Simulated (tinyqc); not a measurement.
Rutherford backscattering from a thin compound film on silicon: kinematics, yields, composition and thickness: one step, computed by the program tinyqc. Command: `OMP_NUM_THREADS=1 python tinyqc.py 3001248 3001249 out.jsonl rbs walk`. One thread of a shared host (Intel(R) Xeon(R) Processor @ 2.30GHz), about 0.01 s of CPU time with the checks.

Singly charged helium ions (Z1 = 2, M1 = 4.0026 u) enter at the tilt angle a1 to the normal and leave at a2 = |180 - theta - tilt| in the same plane. The film is A B_x.

Problem. Peak widths (surface approximation). Stopping per atom eps(E) = eps(2 MeV) (E/2 MeV)^(-0.4) (a law chosen for the exercise); Bragg rule eps_film = (eps_A + x eps_B)/(1 + x); areal density N d, with 1/nm^2 = 0.1 x 1e15/cm^2. Width of the signal of element i: [K_i eps(E0)/cos a1 + eps(K_i E0)/cos a2] N d; depth resolution = resolution x d/width of A; energy lost on the way in = eps(E0) N d/cos a1.

Inputs (values chosen for the exercise, modelled on a helium beam on TiN): beam energy E0 = 2.1 MeV; scattering angle theta = 165 degrees; tilt of the sample = 0 degrees; heavy element: stopping eps_A at 2 MeV = 79.1 1e-15 eV cm^2; light element: stopping eps_B at 2 MeV = 32.8 1e-15 eV cm^2; atoms of B per atom of A, x = 0.88; atomic density of the film = 104 1/nm^3; film thickness d = 22 nm; detector resolution (FWHM) = 16 keV.

kinematic factors: A 0.7194039, B 0.3144684, Si 0.5688382

Give: areal density N d; film stopping at E0; widths; depth resolution; energy lost on the way in.

Solution.

areal density N d = 228.8 1e15 atoms/cm^2

film stopping at E0 = 56.32 1e-15 eV cm^2

widths (keV): A 24.49, B 25.24

depth resolution = 14.37 nm

energy lost on the way in = 12.89 keV

The signal of A spans 1.5 resolution widths, so its width measures the thickness. Caution: the ions scattered from B leave near or below the stopping maximum (some 0.6 to 0.8 MeV), where the power law chosen here overstates the stopping and the width of B.
